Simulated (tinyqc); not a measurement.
Thin film between two gates, subbands and threshold shift from confinement: confinement against the film thickness.

Undoped body with a flat potential across it, hard walls, transport along x. Three valley pairs (g = 2 each) with the longitudinal mass along x, y or z. Non-parabolicity enters the subband edges through E (1 + al E) = gamma, so E = 2 gamma/(1 + sqrt(1 + 4 al gamma)); motion within a subband is taken as parabolic with the band-edge mass. Energies are counted from the bulk band edge.

gamma = C (pi k/(t + dl))^2/mz, C = hbar^2/(2 m0). Each subband has N_k = g sqrt(mx my) m0 kB T/(pi hbar^2); without degeneracy n = exp(EF/Vt) sum N_k exp(-E_k/Vt). Classical value Nc times t, Nc = sum over valleys of 2 g (m m0 kB T/(2 pi hbar^2))^1.5 with m = (mx my mz)^(1/3). Threshold shift dVT = Vt ln(classical value/sum N_k exp(-E_k/Vt)). With degeneracy n = sum N_k F((EF - E_k)/Vt), F(x) = ln(1 + exp(x)); gate: Vg = EF + q n/(Cg P), P = 2 (both faces), summed over the 60 lowest subbands at most, with Vg counted from the value that would put EF at the bulk band edge of an empty body. The last two columns are for Vg = 0.8 V; sensitivity d(dVT)/dt by central differences between 0.99 and 1.01 times the value.

Values chosen for this exercise; masses close to those of silicon:

| symbol | value | unit | meaning |
|---|---|---|---|
| T | 200 | K | temperature |
| ml | 0.908 | m0 | longitudinal mass |
| mt | 0.193 | m0 | transverse mass |
| al | 0.5 | 1/eV | non-parabolicity |
| dl | 0 | nm | widening of the box by penetration into the insulator |
| Cg | 2.4 | uF/cm^2 | gate capacitance per area of interface |

Constants: q = 1.602176634e-19 C, kB = 1.380649e-23 J/K, hbar = 1.054571817e-34 J s, m0 = 9.1093837015e-31 kg, Vt = kB T/q, hbar^2/(2 m0) = 0.0380998212 eV nm^2. Results are converted to the units shown.

Confinement against the film thickness:
```
t (nm)  E_1 (meV)  gap to the next edge (meV)  dVT (mV)  sensitivity (mV/nm)  n/P (cm^-2)  share of the lowest subband (%)
2           98.67                       253.5     100.1               -85.63     8.860e12                            100.0
2.7         55.28                       150.7     61.85               -33.53     9.449e12                            97.24
3.6         31.46                       89.09     42.76               -13.12     1.015e13                            72.15
4.7         18.57                       53.80     32.47               -7.242     1.073e13                            49.01
6.3         10.38                       30.52     22.71               -5.065     1.116e13                            33.33
8.4         5.852                       17.36     14.79               -2.653     1.142e13                            24.26
11          3.417                       10.18     10.02               -1.251     1.160e13                            18.43
15          1.839                       5.497     6.688              -0.5557     1.176e13                            13.36
20          1.035                       3.098     4.721              -0.2789     1.189e13                            9.894
```

As t grows from 2 to 20 nm, E_1 falls from 98.7 to 1.03 meV and dVT falls from 100 to 4.72 mV. E_1 goes as t^(-1.93) at the thin end (-2 for a parabolic band without penetration); a thickness error of 0.2 nm moves the threshold by 17 mV in the first row and 0.056 mV in the last. The charge per interface area rises from 8.86e12 to 1.19e13 cm^-2. For t = 2, 2.7 the body is too thin for bulk effective masses to be reliable. In every row the charge in the last two columns would bend the potential across the body noticeably, which is left out.

Program tinyqc, `OMP_NUM_THREADS=1 python tinyqc.py 2350024 2350025 out.jsonl`; Intel Xeon 2.30GHz, shared host, one thread, about 0.08 s.
